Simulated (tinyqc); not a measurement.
## Octagonal on-chip spiral inductor, lumped pi model: effect of the metal thickness

Outer diameter do = di + 2 n wd + 2 (n - 1) sp, mean da = (do + di)/2, fill p = (do - di)/(do + di), length l = 3.314 n da. L = 2.25 mu0 n^2 da/(1 + 3.55 p), mu0 = 4 pi 1e-7 H/m. Rs = rho l/(wd delta (1 - exp(-th/delta))), delta = sqrt(rho/(pi f mu0)). Cs = n wd^2 eps0 eo/hu across the coil. At each end Cox = l wd eps0 eo/(2 ho) leads to the substrate branch Rsi = 2 rs he/(l wd) in parallel with Csi = l wd eps0 11.7/(2 he). With one end grounded Y = 1/(Rs + i w L) + i w Cs + 1/[1/(i w Cox) + 1/(1/Rsi + i w Csi)], w = 2 pi f; Q = -Im Y/Re Y. Eddy currents in neighbouring turns and in the substrate are left out.

Peak Q and its frequency from a search over f; self-resonance where Im Y = 0; Q at the given f (negative beyond resonance).

Inputs (values chosen for the exercise); values of the order met in silicon radio-frequency processes:
- n = 1.5 (number of turns)
- wd = 15 um (line width)
- sp = 2 um (space between turns)
- di = 80 um (inner diameter)
- rho = 2.2 uohm cm (metal resistivity)
- ho = 9.8 um (oxide below the coil)
- hu = 1.1 um (oxide between coil and underpass)
- eo = 4.1 (relative permittivity of the oxide)
- rs = 100 ohm cm (substrate resistivity)
- he = 50 um (effective spreading depth in the substrate)
- f = 0.91 GHz (frequency)

Constants: eps0 = 8.8541878128e-12 F/m. Results are converted to the units shown.

The same in every row: L (nH) = 0.3646; do (um) = 127.0.

Effect of the metal thickness:
```
th (um)  peak Q  f of the peak (GHz)  self-resonance (GHz)  Q at f
0.5       20.18                32.31                 65.34   1.250
0.9       25.24                29.97                 65.35   2.083
1.5       27.81                28.05                 65.35   3.106
2         28.44                27.29                 65.35   3.788
3         28.74                26.77                 65.35   4.800
4         28.77                26.68                 65.35   5.476
6         28.77                26.66                 65.35   6.228
9         28.77                26.66                 65.35   6.652
```

As th goes from 0.5 to 9, L stays at 0.365 nH, the peak Q rises from 20.2 to 28.8, its frequency falls from 32.3 to 26.7 GHz and the self-resonance stays near 65.3 GHz. Once th exceeds a few skin depths Rs no longer falls.

tinyqc, about 0.01 s, one thread, Intel Xeon 2.30GHz (shared host): `OMP_NUM_THREADS=1 python tinyqc.py 2302020 2302021 out.jsonl`
